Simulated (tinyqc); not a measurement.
Frequency dispersion of an accumulation capacitance by border traps, distributed model: capacitance and loss against frequency.

Traps spread evenly through the insulator exchange electrons with the semiconductor by tunnelling, with tau(x) = t0 exp(2 ka x) at depth x from the interface. The admittance per area Y seen at depth x obeys dY/dx = -Y^2/(i w eps0 eox) + q Nb ln(1 + i w tau)/tau, with Y(0) = i w Cs and w = 2 pi f; the gate sees Y(tox) = G + i w C. Working variable y = Y/(i w), in uF/cm^2. Cox = eps0 eox/tox.

Cox; trap-free value 1/(1/Cox + 1/Cs); response depth d = ln(1/(w t0))/(2 ka), where w tau = 1; lumped estimate: all traps within d act as C_bt = q Nb d placed at d/2, so C = 1/{1/[1/(1/Cs + d/(2 eps0 eox)) + C_bt] + (tox - d/2)/(eps0 eox)}. C and G from a fine integration; dispersion -d C/d log10 f over C, from f times and over 1.1. For a broad spread of time constants G/w is close to -(pi/2) dC/d ln w.

Inputs (values chosen for the exercise); permittivity close to that of zirconium oxide:
- eox = 21.9 (relative permittivity of the insulator)
- tox = 5.2 nm (insulator thickness)
- Cs = 0.52 uF/cm^2 (semiconductor capacitance in accumulation)
- Nb = 1.9e19 cm^-3 eV^-1 (density of border traps)
- ka = 5.5 1/nm (decay constant of the wave function in the insulator)
- t0 = 7e-9 s (time constant of a trap at the interface)

Constants: q = 1.602176634e-19 C, eps0 = 8.8541878128e-14 F/cm where lengths are in cm. Results are converted to the units shown.

The same in every row: trap-free C (uF/cm^2) = 0.4564.

Capacitance and loss against frequency:

| f (Hz) | d (nm) | C (uF/cm^2) | G/w (uF/cm^2) | dispersion (% a decade) | -(pi/2) dC/d ln w (uF/cm^2) | lumped C (uF/cm^2) |
|---|---|---|---|---|---|---|
| 10 | 1.331 | 0.7760 | 0.03133 | 5.916 | 0.03132 | 0.7544 |
| 100 | 1.121 | 0.7301 | 0.03141 | 6.305 | 0.03140 | 0.7089 |
| 1000 | 0.9120 | 0.6839 | 0.03157 | 6.763 | 0.03155 | 0.6630 |
| 10000 | 0.7026 | 0.6375 | 0.03180 | 7.310 | 0.03179 | 0.6166 |
| 1e5 | 0.4933 | 0.5907 | 0.03208 | 7.968 | 0.03211 | 0.5697 |
| 1e6 | 0.2840 | 0.5433 | 0.03208 | 8.769 | 0.03250 | 0.5221 |
| 1e7 | 0.07467 | 0.4959 | 0.02859 | 9.227 | 0.03121 | 0.4738 |

What does the table show?

C falls from 0.7760 to 0.4959 uF/cm^2, towards the trap-free 0.4564; each decade of frequency removes ln 10/(2 ka) = 0.209 nm from the response depth. The dispersion rises from 5.92 to 9.23 % a decade and G/w goes from 0.0313 through a maximum of 0.0321 (at f = 1e6 Hz among the rows listed) to 0.0286 uF/cm^2. G/w lies between 0.916 and 1.00 times -(pi/2) dC/d ln w, the relation for a broad spread of time constants.

Computed by the program tinyqc: `OMP_NUM_THREADS=1 python tinyqc.py 2202214 2202215 out.jsonl`, one thread of a shared Intel Xeon 2.30GHz, about 0.4 s for the whole run.
